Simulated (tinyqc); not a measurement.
Strength of the heavy-light coupling: shallow acceptor in the spherical four-band model.

The ground state 1S3/2 has an L = 0 part f(r) and an L = 2 part g(r). In units of Ry* and a*, with Gaussians f_i = exp(-a_i r^2), g_i = r^2 exp(-a_i r^2), A = a_i + a_j and I(n) = Gamma((n + 1)/2)/(2 A^((n + 1)/2)): S_ff = I(2), S_gg = I(6), H_ff = (6 a_i a_j/A) I(2) - 2 I(1), H_gg = (14 a_i a_j/A) I(6) - 2 I(5), H_fg = -mu [15 I(2) - 20 a_j I(4) + 4 a_j^2 I(6)]; each function is then normalised. The split-off band is left out.

Converged values use 22 exponents 2.2^i, i = -7 to 14, for f and for g.

Values chosen for the exercise (out of a larger set: near those of a shallow acceptor in Si, where the small spin-orbit splitting and strong warping make this model rough; not measured data): mus = (0.13, 0.29, 0.49, 0.59, 0.72, 0.84, 0.91) (couplings).

Ry* = 23.5693 meV

Converged values in Ry* and a*; the heavy-mass hydrogen model gives 1/(1 - mu).

Results:
```
mu    binding (Ry*)  1/(1 - mu)  ratio  L = 2 weight  <r> (a*)  binding (meV)
0.13          1.015       1.149  0.883         0.007     1.481           23.9
0.29          1.082       1.408  0.769         0.036     1.403           25.5
0.49          1.283       1.961  0.654         0.105     1.213           30.2
0.59          1.478       2.439  0.606         0.155     1.072           34.8
0.72          1.960       3.571  0.549         0.237     0.832           46.2
0.84          3.126       6.250  0.500         0.332     0.541           73.7
0.91          5.255      11.111  0.473         0.398     0.331          123.9
```

The binding starts as 1 + O(mu^2), 1.015 at mu = 0.13, since the coupling enters in second order, and reaches 5.25 at mu = 0.91. The ratio to the heavy-mass model falls from 0.88 to 0.47, towards about 0.44 as mu goes to 1: the bound hole is only partly heavy. The L = 2 weight grows to 0.40 and the radius shrinks by a factor 4.5.

Computed by tinyqc, a small Python program: `OMP_NUM_THREADS=1 python tinyqc.py 1282001 1282002 out.jsonl` (the numbers bound the seed that draws the inputs); one thread of a shared host (Intel(R) Xeon(R) Processor @ 2.30GHz), about 0.08 s for the whole set of steps.
